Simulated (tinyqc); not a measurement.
What moves the results: static screening by free carriers. A value that a table varies takes the place of the one given here.

kF = (3 pi^2 n/Mv)^(1/3), EF = c kF^2/m with c = hbar^2/2m0, n in 1/angstrom^3 (1e-24 per 1/cm^3), e2 = e^2/(4 pi eps0). Thomas-Fermi: qTF^2 = 6 pi e2 n/(eps EF). Debye: qD^2 = 4 pi e2 n/(eps kB T).

F_j(eta) = (1/Gamma(j + 1)) integral_0^infinity x^j dx/(1 + exp(x - eta)), which tends to exp(eta) for eta << 0.

At finite T: qs^2 = qD^2 F_-1/2(eta)/F_1/2(eta), where n = Mv N F_1/2(eta) and N = 2 (m kB T/(4 pi c))^(3/2) with c = hbar^2/2m0, in 1/angstrom^3; times 1e24 for 1/cm^3.

Donor in the screened potential -(e2/eps) exp(-qs r)/r with the trial function exp(-r/a): E(a) = c/(m a^2) - (e2/eps) 4/(a (2 + qs a)^2), e2 = e^2/(4 pi eps0), c = hbar^2/2m0; isotropic mass.

Lindhard at zero temperature: eps(q)/eps = 1 + (qTF/q)^2 L(x), x = q/(2 kF), L(x) = 1/2 + ((1 - x^2)/(4x)) ln|(1 + x)/(1 - x)|.

Constants: hbar^2/2m0 = 3.80998211 eV angstrom^2; e^2/(4 pi eps0) = 14.39964547 eV angstrom; kB = 8.617333262e-05 eV/K; a0 (Bohr radius) = 0.5291772105 angstrom.

Parameters, chosen for this exercise (near those of Ge; the results hold for these values, not for the real material): m = 0.2133 m0 (mass of one isotropic valley); Mv = 4 (valleys); eps = 15.7 (background dielectric constant); T = 300 K; n = 3.6e+18 1/cm^3 (carrier density).

## Screening unbinds the donor

All carriers n are taken as free and screen with qs(T); E(a) is minimised over a; a dash marks no bound state. aB = a0 eps/m.

Donor level:
```
n (1/cm^3)  n^(1/3) aB  qs aB  E (meV)   a/aB
1.0e+14          0.018  0.008   -11.58  1.000
1.0e+15          0.039  0.026   -11.17  1.000
6.0e+15          0.071  0.064   -10.34  1.003
2.0e+16          0.106  0.116    -9.26  1.009
5.0e+16          0.143  0.184    -7.98  1.021
1.0e+17          0.181  0.260    -6.69  1.041
3.0e+17          0.261  0.448    -4.05  1.116
7.0e+17          0.346  0.680    -1.75  1.283
```

aB = 39.0 angstrom

The level rises from -11.58 meV at the lowest density to -1.75 meV at 7e+17 1/cm^3, against -11.77 meV unscreened. It stays bound over this range. This trial function loses binding at qs aB = 1 and the exact Yukawa problem at 1.19; the Mott rule of thumb is n^(1/3) aB = 0.26, which the last bound row of this table passes: the rule belongs to low temperature, and thermal carriers screen more weakly.

## From Debye to Thomas-Fermi

Screening lengths (angstrom):
```
n (1/cm^3)    eta  Debye  Thomas-Fermi  finite T
3.0e+16     -5.80  273.4         35.54     273.6
2.0e+17     -3.89  105.9         25.90     106.3
1.0e+18     -2.26  47.36         19.81     48.20
4.0e+18     -0.76  23.68         15.72     25.30
1.0e+19      0.36  14.98         13.50     17.39
5.0e+19      3.30  6.698         10.32     10.76
2.0e+20      8.88  3.349         8.192     8.236
6.0e+20     18.62  1.933         6.821     6.829
```

Debye is within 5 % of the finite-T length up to 1e+18 1/cm^3 of the densities listed and Thomas-Fermi from 5e+19 on. The length goes as n^-0.50 at the low end and n^-0.17 at the high end, against the limits -1/2 and -1/6. Both limits give too short a length.

## Static response in three, two and one dimensions

kF = 0.0298690 1/angstrom
qTF = 0.0624943 1/angstrom

x = q/(2 kF). Response over its long-wave value: L3 as above; L2 = 1 for x <= 1 and 1 - sqrt(1 - 1/x^2) beyond; L1 = ln|(1 + x)/(1 - x)|/(2x).

Response:
```
x         L3     L2     L1  eps(q)/eps, Lindhard 3D  Thomas-Fermi
0.099  0.997  1.000  1.003                    112.3         112.7
0.298  0.970  1.000  1.031                    12.95         13.32
0.496  0.913  1.000  1.097                    5.064         5.449
0.694  0.820  1.000  1.233                    2.862         3.272
0.893  0.663  1.000  1.609                    1.910         2.372
0.972  0.560  1.000  2.189                    1.649         2.158
1.012  0.469  0.846  2.531                    1.502         2.069
1.091  0.363  0.600  1.437                    1.334         1.919
1.290  0.234  0.368  0.801                    1.154         1.658
1.587  0.145  0.224  0.467                    1.063         1.435
2.183  0.073  0.111  0.227                    1.017         1.230
```

Next to x = 1 the table has L3 = 0.560 and 0.469, L2 = 1.000 and 0.846, L1 = 2.189 and 2.531: an infinite slope in 3D, a kink in 2D and a logarithmic peak in 1D, where the whole Fermi surface is joined by 2 kF. These features give Friedel oscillations of period pi/kF = 105 angstrom at zero temperature; they wash out once kT nears EF, so this table, for T = 0, describes the gas only where EF is well above kT. Thomas-Fermi overstates eps(q) by 7.6 % at x = 0.496 and by 34.9 % at x = 1.587.

## What sets the screening length

All results formed anew. Each row changes one parameter from the base and keeps the others.

Results:
```
case                Debye (angstrom)  Thomas-Fermi (angstrom)  finite T (angstrom)
base                           24.96                    16.00                26.50
n = 7.2e+18 1/cm^3             17.65                    14.26                19.75
m = 0.2773 m0                  24.96                    14.03                26.02
eps = 18.84                    27.34                    17.53                29.03
T = 360 K                      27.34                    16.00                28.64
Mv = 5                         24.96                    14.85                26.21
```

The largest shifts from the base row, up to three for each result and ties (the steps differ in size, so this ranks the rows, not the parameters). Debye (angstrom): n -7.31, eps +2.38, T +2.38; unchanged at the printed digits by m and Mv. Thomas-Fermi (angstrom): m -1.97, n -1.75, eps +1.53; unchanged at the printed digits by T. finite T (angstrom): n -6.75, eps +2.53, T +2.14.

Run: tinyqc, `OMP_NUM_THREADS=1 python tinyqc.py 1652054 1652055 out.jsonl`; Intel(R) Xeon(R) Processor @ 2.30GHz, one thread, shared host; about 0.01 s of CPU time with all checks.
